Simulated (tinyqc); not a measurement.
Inside a calculation. Model: switching kinetics of a ferroelectric film and the memory window of a ferroelectric gate stack. Computed by tinyqc, a small Python program that keeps every step. Command: `OMP_NUM_THREADS=1 python tinyqc.py 3001865 3001866 out.jsonl feswitch walk`. One thread of a shared host (Intel(R) Xeon(R) Processor @ 2.30GHz), about 0.02 s of CPU time with the checks. Intermediate numbers are printed to about 6 digits and carried at full precision; extremes and crossings named in words are read from the listed rows.

Fields in MV/cm; 1 microcoulomb/cm^2 over eps_0 is 11.29409 MV/cm. In the stack (metal, ferroelectric, interlayer, channel) the channel is taken as a conductor.

Inputs (values chosen for the exercise, for a model hafnia-based film):
```
quantity                                   value               unit
saturation polarisation P_s                   31  microcoulomb/cm^2
ratio P_r/P_s                               0.75                  -
coercive field E_c                           1.4              MV/cm
permittivity of the ferroelectric eps_F       23                  -
thickness t_F                                 12                 nm
permittivity of the interlayer eps_I         3.9                  -
interlayer thickness t_I                     1.6                 nm
share s of P screened by trapped charge     0.89                  -
pulse height V                               6.9                  V
time constant t_inf                      1.6e-11                  s
activation field E_a                         9.1              MV/cm
Merz exponent alpha                            1                  -
dimension n                                    2                  -
half width w of log10 t                     0.69                  -
pulse length t_p                         1.1e-07                  s
breakdown field of the interlayer             12              MV/cm
```

Kinetics: nucleation-limited (NLS).

## The hysteresis loop

Saturated branches: P(E) = P_s tanh[(E -/+ E_c)/(2 delta)], delta = E_c/ln[(1 + P_r/P_s)/(1 - P_r/P_s)]; D = P + eps_0 eps_F E.

delta = 0.719458 MV/cm

P on both branches (microcoulomb/cm^2) at E/E_c = -3, -2, -1, -0.5, 0, 0.5, 1, 1.5, 2, 3:
```
E (MV/cm)  rising branch  falling branch
-4.2            -30.9742        -29.7600
-2.8            -30.8198        -23.2500
-1.4            -29.7600          0.0000
-0.7            -27.8238         13.9939
0.0             -23.2500         23.2500
0.7             -13.9939         27.8238
1.4               0.0000         29.7600
2.1              13.9939         30.5254
2.8              23.2500         30.8198
4.2              29.7600         30.9742
```

peak differential permittivity eps_F + P_s/(2 delta eps_0) = 266.320

## Memory window

At threshold the channel charge is negligible, so D = 0 on each branch: (1 - s) P(E) + eps_0 eps_F E = 0, with the screened share s. The rising branch has the root E0 between 0 and E_c; window = 2 E0 t_F; its upper bound is 2 E_c t_F.

field E0 = 0.728882 MV/cm

memory window = 1.74932 V

bound 2 E_c t_F = 3.36 V

fixed-charge estimate 2 (1 - s) P_r t_F/(eps_0 eps_F) = 3.01405 V

Charge and coercive field both limit the window.

## Fields in the stack

Series stack: V = E_F t_F + E_I t_I and eps_I E_I = eps_F E_F + (1 - s) P/eps_0. Before switching P = -P_r, after it P = +P_s; in retention V = 0 and P = +P_r.

E_F before switching = 3.77172 MV/cm

E_F after switching = 2.48181 MV/cm

E_I after switching = 24.5114 MV/cm

depolarising field in retention = 0.552816 MV/cm

depolarising field over E_c = 0.394869

The interlayer field exceeds its breakdown field. Caution: the interlayer field exceeds its breakdown field, so charge injection would change the fields.

## Switched share after the pulse

Merz's law: t1 = t_inf exp[(E_a/E)^alpha] at the mean of the fields before and after switching. NLS: switched share = integral of [1 - exp(-(t/tau)^n)] F(z) dz over z = log10 tau, with the Lorentzian F = (1/pi) w/[(z - log10 t1)^2 + w^2].

mean field = 3.12676 MV/cm

switching time t1 = 2.93814e-10 s

switched share = 0.919611

t_p is 370 t1. A field higher by 10 % would shorten t1 by a factor 1.3. The step approximation 1/2 + arctan[log10(t_p/t1)/w]/pi gives 0.917.

## KAI against NLS in time

KAI: 1 - exp[-(t/t1)^n]. NLS: the same kernel averaged over the Lorentzian F = (1/pi) w/[(z - log10 t1)^2 + w^2] in z = log10 tau.

Switched share:
```
log10(t/t1)      KAI       NLS
-3.0         0.00000  0.075733
-2.0         0.00010  0.114795
-1.0         0.00995  0.223337
-0.5         0.09516  0.353072
-0.2         0.32841  0.465724
0.0          0.63212  0.547853
0.2          0.91888  0.626154
0.5          0.99995  0.722020
1.0          1.00000  0.819219
2.0          1.00000  0.898739
3.0          1.00000  0.930360
```

KAI goes from 10 to 90 % within 0.67 decades of time; a Lorentzian of this width needs about 2 w tan(0.4 pi) = 4.2 decades. Three decades after t1, 7.0 % of the NLS film has not switched, and three decades before it 7.6 % already has: the tails set write margins and disturb errors.

## Interlayer thickness

Series stack: V = E_F t_F + E_I t_I and eps_I E_I = eps_F E_F + (1 - s) P/eps_0. E_I is for P = +P_s at the pulse height, the depolarising field for P = +P_r at V = 0; V needed puts E_F = 1.5 E_c after switching.

Stack against t_I:
```
t_I (nm)  E_F after (MV/cm)  E_I (MV/cm)  depolarising field / E_c  V needed (V)
0.3                 4.79602      38.1593                  0.115262       3.18779
0.5                 4.28548      35.1484                  0.176946       3.63299
0.8                 3.65475      31.4287                  0.253152       4.30078
1.2                 2.99576      27.5424                  0.332772       5.19116
1.6                 2.48181      24.5114                  0.394869       6.08155
2.0                 2.06977      22.0814                  0.444653       6.97194
3.0                 1.32609      17.6956                  0.534505       9.19791
```

Each nanometre of interlayer costs 2.23 V, against 0.21 V for a nanometre of ferroelectric. The depolarising field grows from 0.12 to 0.53 E_c. At E_F = 1.5 E_c the interlayer carries (1.5 eps_F E_c + (1 - s) P_s/eps_0)/eps_I = 22.3 MV/cm whatever its thickness, above its breakdown field of 12 MV/cm, so the voltages in the last column could not be applied without breakdown. Caution: rows with E_I above the breakdown field of the interlayer cannot be reached without charge injection. Caution: where E_F after switching is below E_c the switching stalls before P_s, and where the depolarising field exceeds E_c the state switches back, so those rows describe states that are not held.

Checks made by the program: the remanence (relative difference below 1e-10).
